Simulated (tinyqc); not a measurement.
Inside a calculation. Model: hydrogen passivation of interface dangling bonds: competing passivation and dissociation with distributed barriers. Computed by tinyqc, a small Python program that keeps every step. Command: `OMP_NUM_THREADS=1 python tinyqc.py 3029386 3029387 out.jsonl passiv walk`. One thread of a shared host (Intel(R) Xeon(R) Processor @ 2.30GHz), about 0.02 s of CPU time with the checks. Intermediate numbers are printed to about 7 digits and carried at full precision; extremes and crossings named in words are read from the listed rows.

P_b + H2 gives P_bH + H at the rate k_f [H2]; P_bH gives P_b + H at the rate k_d. All defects start unpassivated. E_f and E_d are Gaussian and independent.

Inputs (values chosen for the exercise, close to those used for P_b centres at the silicon-oxide interface):

| quantity | value | unit |
|---|---|---|
| defect density N0 | 4e+12 | 1/cm^2 |
| passivation prefactor k_f0 | 5.4e-08 | cm^3/s |
| mean passivation barrier E_f | 1.52 | eV |
| spread sigma_f | 0.1 | eV |
| dissociation prefactor k_d0 | 2.8e+12 | 1/s |
| mean dissociation barrier E_d | 2.89 | eV |
| spread sigma_d | 0.091 | eV |
| H2 in the oxide per atm, solubility factor | 1.1e+18 | 1/(cm^3 atm) |
| hydrogen pressure p | 0.03 | atm |
| anneal temperature T | 400 | C |
| anneal time t | 520 | s |
| oxide thickness | 4 | nm |

Constants: k_B = 8.617333262e-05 eV/K; e = 1.602176634e-19 C; eps_0 = 8.8541878128e-12 F/m.

## Single barriers

[H2] = solubility factor x p; a = k_f0 [H2] exp(-E_f/(k_B T)), d = k_d0 exp(-E_d/(k_B T)). For one pair of barriers the active share is y = [d + a exp(-(a + d) t)]/(a + d). Temperatures in kelvin are T(C) + 273.15.

passivation rate a = 0.007428210 1/s

dissociation rate d = 6.458618e-10 1/s

a t = 3.862669

steady active share d/(a + d) = 8.694716e-08

active share, single barriers = 0.02101192

Passivation is well advanced.

## Distributed barriers

Average y over both Gaussians with 40 x 40 Gauss-Hermite points. Active density N0 y; threshold shift if each active defect holds one charge, e N0 y t_ox/(3.9 eps_0).

active share y = 0.1826898

active density = 7.307594e+11 1/cm^2

threshold shift = 135.6224 mV

The spread changes the remainder by a factor 8.69: sigma_f/(k_B T) = 1.72 and sigma_d/(k_B T) = 1.57.

## Best anneal temperature for this time and pressure

Minimise the averaged y over T between 150 and 900 C: find where ln y is equal at T - 0.05 and T + 0.05 C; T is rounded to 0.1 C.

best temperature = 564 C

least active share = 6.169433e-05

Caution: a least active share below 1e-3 is a property of the model; measured passivation levels off well above it. Caution: atomic hydrogen, which both passivates and depassivates, and further passivation during cooling are left out.

## Isochronal anneals

The formulas are those given above.

Active share after the time t:

| T (C) | a (1/s) | d (1/s) | single barriers | distributed |
|---|---|---|---|---|
| 200 | 1.149636e-07 | 4.615248e-19 | 9.999402e-01 | 9.988858e-01 |
| 250 | 4.054627e-06 | 4.038993e-16 | 9.978938e-01 | 9.819318e-01 |
| 300 | 7.680004e-05 | 1.084011e-13 | 9.608509e-01 | 8.666481e-01 |
| 350 | 9.073597e-04 | 1.185876e-11 | 6.238614e-01 | 5.431041e-01 |
| 400 | 7.428210e-03 | 6.458618e-10 | 2.101192e-02 | 1.826898e-01 |
| 450 | 4.546960e-02 | 2.023789e-08 | 4.451398e-07 | 2.715854e-02 |
| 500 | 2.201851e-01 | 4.061565e-07 | 1.844611e-06 | 1.623124e-03 |
| 600 | 3.002919e+00 | 5.837439e-05 | 1.943884e-05 | 9.774363e-05 |
| 700 | 2.393792e+01 | 3.022317e-03 | 1.262405e-04 | 4.604439e-04 |
| 800 | 1.296019e+02 | 7.498981e-02 | 5.782822e-04 | 1.662802e-03 |

The distributed share is least at 600 C among these rows, 9.8e-5, and the search puts the optimum at 564 C. On the cold side defects with high E_f survive; on the hot side dissociation, with the larger barrier, gains on passivation with an energy E_d - E_f = 1.37 eV. In that row single barriers give 1.9e-5, so the spread raises the floor. Caution: shares below about 1e-3 in these rows are formal; measured passivation levels off well above them.

Checks made by the program: Gauss-Hermite average against a fine uniform grid (relative difference 3e-05).
